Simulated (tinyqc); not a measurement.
Deformation-potential model of the X valleys of a conduction band: one step. Strain from a uniaxial [100] stress.

s11 = (C11 + C12)/((C11 - C12)(C11 + 2 C12)), s12 = -C12/((C11 - C12)(C11 + 2 C12)), s44 = 1/C44; exx = s11 sxx + s12 (syy + szz) and cyclic, exy = s44 sxy/2; tension is positive. A uniaxial stress X along the unit vector n is s_ij = X n_i n_j.

Values chosen for the exercise (near those of AlAs; the results hold for these values, not for the real material):
- C11 = 125.1 GPa
- C12 = 52.5 GPa
- C44 = 55.6 GPa
- load = uniaxial [100] (kind of stress)
- X = 1.4 GPa (stress)

Problem. Form the compliances and the strain.

Give: s11, s12, s44; strain tensor.

Solution.

s11, s12, s44 (1/TPa): 10.6314  -3.1427  17.9856

strain tensor:
```
          x          y          z
x  0.014884   0.000000   0.000000
y  0.000000  -0.004400   0.000000
z  0.000000   0.000000  -0.004400
```

tinyqc: `OMP_NUM_THREADS=1 python tinyqc.py 1081424 1081425 out.jsonl`; about 0.01 s, one thread, shared Intel(R) Xeon(R) Processor @ 2.30GHz.
